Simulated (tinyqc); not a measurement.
Charge-trap memory cell: two steps of the calculation.

Channel, tunnel oxide, storage layer, blocking layer, gate. N electrons per area sit in a sheet at the centroid and shift the threshold by U = (q/eps0) N (tb/eb + xc tn/en). EOT = t1 + 3.9 (tn/en + tb/eb); tunnel field F = (Vg - U)/EOT; dN/dt = eta (J/q)(1 - N/Nm). Fowler-Nordheim: J = A F^2 exp(-B/F), A = q^2/(16 pi^2 hbar mo phi) (times 1e14 for A/cm^2 with F in V/nm, emitter mass m0), B = (4/3) sqrt(mo/C) phi^1.5, C = hbar^2/(2 m0).

Parameters, values chosen for the exercise; oxide values close to those of silicon dioxide, storage layer close to silicon nitride, blocking layer close to silicon dioxide: tunnel barrier phi = 3.06 eV; tunnelling mass mo = 0.41 m0; tunnel oxide (permittivity 3.9) t1 = 5.1 nm; storage layer tn = 4.3 nm; its relative permittivity en = 7.5; blocking layer tb = 7.9 nm; its relative permittivity eb = 3.9; charge centroid, share of tn counted from the blocking side xc = 0.54; capture efficiency of an empty layer eta = 0.98; trap density Nm = 1.8e13 cm^-2; gate voltage less flat band and surface potential Vg = 18.7 V; first time step d0 = 6.1e-8 s; growth of the step gr = 1.6; steps n = 11.

Constants: q = 1.602176634e-19 C, hbar = 1.054571817e-34 J s, m0 = 9.1093837015e-31 kg, eps0 = 8.8541878128e-14 F/cm where lengths are in cm, hbar^2/(2 m0) = 0.0380998212 eV nm^2. Results are converted to the units shown.

Question 1. Constants of the stack. EOT, the shift for 1e12 electrons per cm^2, the shift with all traps full, and the starting field, current and rate.

Wanted: EOT; shift for 1e12 cm^-2; shift with all traps full; F(0); J(0); dN/dt at the start.

Answer 1.

EOT = 15.236 nm
shift for 1e12 cm^-2 = 0.42256 V
shift with all traps full = 7.6062 V
F(0) = 1.2274 V/nm
J(0) = 0.96136 A/cm^2
dN/dt at the start = 5.8803e18 cm^-2 s^-1

Question 2. Midpoint steps of growing length. N(half) = N + (d/2) r(N), N(new) = N + d r(N(half)), r = dN/dt; the step starts at d0 and is multiplied by gr each time. Field in the blocking layer (3.9 F + q N/eps0)/eb.

Find: t; N; U; F; blocking field.

Answer 2.

```
step     t (s)  N (cm^-2)  U (V)  F (V/nm)  blocking field (V/nm)
0            0          0  0.000     1.227                  1.227
1     6.100e-8   3.259e11  0.138     1.218                  1.233
2     1.586e-7   7.488e11  0.316     1.207                  1.241
3     3.148e-7   1.266e12  0.535     1.192                  1.251
4     5.646e-7   1.862e12  0.787     1.176                  1.262
5     9.644e-7   2.517e12  1.064     1.158                  1.274
6     1.604e-6   3.209e12  1.356     1.138                  1.287
7     2.627e-6   3.919e12  1.656     1.119                  1.300
8     4.265e-6   4.633e12  1.958     1.099                  1.314
9     6.885e-6   5.341e12  2.257     1.079                  1.327
10    1.108e-5   6.036e12  2.551     1.060                  1.340
11    1.778e-5   6.715e12  2.838     1.041                  1.353
```

Range of the model: The Fowler-Nordheim form needs F t1 above phi; trap-assisted paths and leakage through the blocking layer are left out.

Program tinyqc, `OMP_NUM_THREADS=1 python tinyqc.py 2130148 2130149 out.jsonl`; Intel Xeon 2.30GHz, shared host, one thread, about 0.06 s.
